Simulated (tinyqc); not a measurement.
Capacitance measurement on a leaky thin oxide: effects of series resistance and leakage: one step of the calculation.

The device is a capacitance C in parallel with a leakage conductance G, in series with Rs and Ls. An impedance meter reports either a parallel pair (Cp, Gp) from Y = 1/Z = Gp + i w Cp or a series pair (Cs, Rm) from Z = Rm + 1/(i w Cs); w = 2 pi f, dissipation D = Gp/(w |Cp|).

Problem. True capacitance and conductance. EOT = 3.9 tox/eox; CET = EOT + zc + zp; C = 3.9 eps0 A/CET; G = Jg A/Vs.

Inputs (values chosen for the exercise); values of the order met in thin-oxide MOS capacitors: relative permittivity of the gate insulator (close to hafnium oxide) eox = 22; insulator thickness tox = 4.8 nm; gate area A = 2500 um^2; oxide-equivalent thickness added by the accumulation layer zc = 0.39 nm; oxide-equivalent thickness added by gate depletion zp = 0 nm; gate leakage current density, not matched to the thickness Jg = 0.082 A/cm^2; voltage for an e-fold rise of the leakage Vs = 0.41 V.

Constants: eps0 = 8.8541878128e-14 F/cm where lengths are in cm. Results are converted to the units shown.

Give: EOT; CET; C; G.

Solution.

EOT = 0.8509 nm
CET = 1.241 nm
C = 69.57 pF
G = 5.000 uS

tinyqc, about 0.01 s, one thread, Intel Xeon 2.30GHz (shared host): `OMP_NUM_THREADS=1 python tinyqc.py 2022027 2022028 out.jsonl`
